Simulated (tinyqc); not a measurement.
# Worked calculation: undoped gate-all-around wire MOSFET, analytic charge model

Numbers from tinyqc (`OMP_NUM_THREADS=1 python tinyqc.py 2460054 2460055 out.jsonl`; about 0.02 s on one thread of a shared Intel Xeon 2.30GHz). Printed values are rounded.

An undoped round wire of radius R under an insulator shell and a surrounding gate; long channel, electrons only, n = ni exp((psi - V)/Vt) with V the quasi-Fermi potential (0 at the source, Vd at the drain), constant mobility, no quantisation. The radial Poisson equation gives n(r) = n(0)/(1 - (1 - b) r^2/R^2)^2 with b = Q0/(Q + Q0). Q is the electron charge per area of the wire surface.

Values chosen for this exercise; material values those of a made-up semiconductor:
- T = 300 K (temperature)
- Eg = 0.731 eV (band gap)
- eps_r = 17.6 (relative permittivity of the semiconductor)
- Nc = 1.11e19 cm^-3 (conduction-band density of states at T)
- Nv = 7.78e18 cm^-3 (valence-band density of states at T)
- eox = 9.26 (relative permittivity of the gate insulator)
- tox = 3.4 nm (insulator thickness)
- R = 6 nm (wire radius)
- dphi = 0.21 V (gate work function less that of the intrinsic body)
- Vg = 1.45 V (gate voltage)

Constants: q = 1.602176634e-19 C, kB = 1.380649e-23 J/K, Vt = kB T/q, eps0 = 8.8541878128e-14 F/cm where lengths are in cm. Results are converted to the units shown.

Range of the model: In a wire this thin, quantum confinement raises the threshold; it is left out. The surface density at the source passes 0.3 Nc, where Boltzmann statistics fail.

## Constants of the wire

ni = sqrt(Nc Nv) exp(-Eg/(2 Vt)), Eg in volts; Cox = eps0 eox/(R ln(1 + tox/R)); Q0 = 4 eps0 eps_r Vt/R; V0 = dphi + Vt ln[8 eps0 eps_r Vt/(q ni R^2)].

ni = 6.73010e12 cm^-3
Cox = 3.04376 uF/cm^2
Q0 = 268.574 nC/cm^2
V0 = 0.562350 V

## Iteration 1: charge at the source by substitution

Q at the start = 0 nC/cm^2

With V = 0: u = Vg - V0 - Q/Cox, then Q(new) = (Q0/2)[sqrt(1 + 4 exp(u/Vt)) - 1], the root of Vt ln[(Q/Q0)(1 + Q/Q0)] = u.

u = 0.887650 V
Q after iteration 1 = 7.67362e9 nC/cm^2

## Iteration 2: charge at the source by substitution

As before.

u = -2.52110e6 V
Q after iteration 2 = 0 nC/cm^2

## Course of the iteration: charge at the source by substitution

Stop when Q changes by less than 1e-8 nC/cm^2, or after 30 iterations.

Course of the iteration:
```
iteration  Q (nC/cm^2)  |change| (nC/cm^2)
1            7.67362e9              7.67e9
2                    0              7.67e9
3            7.67362e9              7.67e9
4                    0              7.67e9
5            7.67362e9              7.67e9
6                    0              7.67e9
7            7.67362e9              7.67e9
8                    0              7.67e9
9            7.67362e9              7.67e9
...                ...                 ...
22                   0              7.67e9
23           7.67362e9              7.67e9
24                   0              7.67e9
25           7.67362e9              7.67e9
26                   0              7.67e9
27           7.67362e9              7.67e9
28                   0              7.67e9
29           7.67362e9              7.67e9
30                   0              7.67e9
```

Not converged within 30 iterations. The value swings between 0 and 7.674e9 for good. At the solution, 2352 nC/cm^2, dQ(new)/dQ = -15.8: the semiconductor capacitance exceeds Cox, so substitution overshoots. A rerun with Newton steps on the same equation from Q = 27 nC/cm^2 converges in 6 iterations.
